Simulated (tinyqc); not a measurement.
## A chain with uneven site energies and dephasing by Buettiker voltage probes: coherent and dephased transmission against energy

Sites 1 to 3 form a chain with hopping -t. Lead L joins site 1 and lead R site 3, both semi-infinite chains with hopping -t and site energy 0. Every site carries a probe with self-energy -i Gamma_p/2 that draws no net current. Linear response at zero temperature: mu_L = 1, mu_R = 0 in units of the bias.

Sigma = t^2 g(E), g(x) = (x - i sqrt(4 t^2 - x^2))/(2 t^2) for |x| < 2 t and (x - sign(x) sqrt(x^2 - 4 t^2))/(2 t^2) otherwise; Gamma = -2 Im Sigma; G = (E - H - Sigma_L - Sigma_R + i Gamma_p/2)^(-1). With Gamma the broadening by one lead, T_RL = Gamma^2 |G_(3,1)|^2, T_pL = Gamma Gamma_p |G_(p,1)|^2, T_pR = Gamma Gamma_p |G_(p,3)|^2, T_pq = Gamma_p^2 |G_(p,q)|^2 for p != q. No current into probe p: W mu = T_pL with W_pp = T_pL + T_pR + sum_q T_pq and W_pq = -T_pq. Then T_eff = T_RL + sum_p T_pR mu_p, and the resistance is (h/2q^2)/T_eff. Without probes means Gamma_p = 0.

Values chosen for this exercise:
- t = 1 eV (hopping (matrix element -t))
- U = [0.78, -0.61, 0.65] eV (site energies 1 to N)
- gp = 0.73 eV (probe broadening Gamma_p)

Coherent and dephased transmission against energy:
```
E (eV)	T without probes	T_eff
-1.8	0.98249	0.35036
-1.5	0.81089	0.45120
-1.2	0.62620	0.46880
-0.9	0.52271	0.45632
-0.6	0.46429	0.43609
-0.3	0.43272	0.41504
0	0.41993	0.39581
0.3	0.42306	0.38050
0.6	0.44293	0.37100
0.9	0.48452	0.36931
1.2	0.56035	0.37834
1.5	0.70001	0.40317
1.8	0.94490	0.44497
```

What does the table show?

Without probes T lies between 0.420 and 0.982 in these rows, with them between 0.350 and 0.469. The probes lower it in 13 rows and raise it in 0.

tinyqc, about 0.01 s, one thread, Intel Xeon 2.30GHz (shared host): `OMP_NUM_THREADS=1 python tinyqc.py 2700019 2700020 out.jsonl`
